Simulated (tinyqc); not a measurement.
Neighbouring tubes: carbon nanotube by zone folding.

Circumference C = n a1 + m a2, a = sqrt3 acc; d = a sqrt(n^2 + nm + m^2)/pi; tan(theta) = sqrt3 m/(2n + m); dR = gcd(2n + m, 2m + n); T = t1 a1 + t2 a2 with t1 = (2m + n)/dR, t2 = -(2n + m)/dR, |T| = sqrt3 pi d/dR; N = 2 (n^2 + nm + m^2)/dR hexagons a cell. On cutting line mu = 0 to N - 1 at x = k|T|/(2 pi) the phases are p1 = 2 pi (-t2 mu + m x)/N, p2 = 2 pi (t1 mu - n x)/N, and E = -/+ t |1 + exp(i p1) + exp(i p2)|.

Parameters, chosen for this exercise (near those used for carbon; not measured data): n = 12 (chiral index); m = 2 (chiral index); t = 2.78 eV (hopping); acc = 1.42 angstrom (bond length).

Diameter, chiral angle and twice the lowest band edge.

One parameter was then changed.

Results before and after:
```
case     d (angstrom)  theta (deg)  gap (eV)
base           10.267         7.59    0.7516
changed        11.044         7.05    0.7283
```

Which of these changes was made? (a) acc = 1.46 angstrom; (b) t = 2.919 eV; (c) m = 3; (d) n = 13.
Answer: (d) n = 13. Of the candidates, run in turn, only this one gives the changed row.

All candidates:
```
case                 d (angstrom)  theta (deg)  gap (eV)
base                       10.267         7.59    0.7516
n = 13                     11.044         7.05    0.7283
m = 3                      10.763        10.89    0.0000
t = 2.919 eV               10.267         7.59    0.7892
acc = 1.46 angstrom        10.557         7.59    0.7516
```

In zone folding the gap does not depend on acc at fixed (n, m); a step in n or m changes (n - m) mod 3 and closes the gap where that becomes zero.

Program tinyqc; command `OMP_NUM_THREADS=1 python tinyqc.py 1450474 1450475 out.jsonl`; about 0.05 s on one thread of a shared Intel(R) Xeon(R) Processor @ 2.30GHz.
